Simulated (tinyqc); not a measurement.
## Polycrystalline film, grain-boundary barriers (Seto model): effect of the grain size

One-dimensional grains of size Lg with donors N; each boundary has Qt acceptor-like traps per area at one level Et below the band edge. Trapped electrons qt deplete a width w = qt/N (both sides together) and raise a barrier Vb = q N w^2/(8 eps0 eps_r). Current crosses the barriers by thermionic emission at small bias. Abrupt depletion, full ionisation, Boltzmann statistics.

Partly depleted grains: the density at the grain centre is n0 = N and qt = Qt/(1 + 2 (Nc/N) exp((Vb - Et)/Vt)). If that gives qt >= N Lg, the grains are fully depleted: qt = N Lg, w = Lg and n0 = 2 Nc exp((Vb - Et)/Vt)/(Qt/(N Lg) - 1). Resistivity: barriers rb = Vt exp(Vb/Vt)/(q n0 vc Lg), grain interior rg = (1 - w/Lg)/(q mg N); effective mobility 1/(q N (rb + rg)).

Parameters, values chosen for the exercise; values close to those of polycrystalline silicon:
- T = 300 K (temperature)
- eps_r = 11.7 (relative permittivity of the semiconductor)
- Qt = 2.3e12 cm^-2 (trap density at a boundary)
- N = 9e18 cm^-3 (donor density)
- mg = 110 cm^2/(V s) (mobility inside a grain)
- vc = 7.6e6 cm/s (collection velocity at the barrier)
- Nc = 2.8e19 cm^-3 (conduction-band density of states at T)
- Et = 0.56 eV (trap level below the band edge)

Constants: q = 1.602176634e-19 C, kB = 1.380649e-23 J/K, Vt = kB T/q, eps0 = 8.8541878128e-14 F/cm where lengths are in cm. Results are converted to the units shown.

The same in every row: Vb (V) = 0.011363; n0 (cm^-3) = 9.0000e18.

Effect of the grain size:
```
Lg (nm)      w/Lg  resistivity (ohm cm)
4         0.63889              0.011430
6.5       0.39316             0.0094584
11        0.23232             0.0081682
17        0.15033             0.0075104
28       0.091270             0.0070367
45       0.056790             0.0067601
74       0.034535             0.0065816
120      0.021296             0.0064754
```

Read the table: what changes, and by how much?

As Lg goes from 4 to 120 nm, the barrier stays at 0.0114 V and the resistivity falls from 0.0114 to 0.00648 ohm cm. The grains are fully depleted in 0 of the 8 rows. In every row the barrier is under 2 Vt, where the depletion and emission pictures are rough. In every row N passes 0.3 Nc, where degeneracy and tunnelling through the thin barriers matter.

Numbers from tinyqc (`OMP_NUM_THREADS=1 python tinyqc.py 2610048 2610049 out.jsonl`; about 0.01 s on one thread of a shared Intel Xeon 2.30GHz).
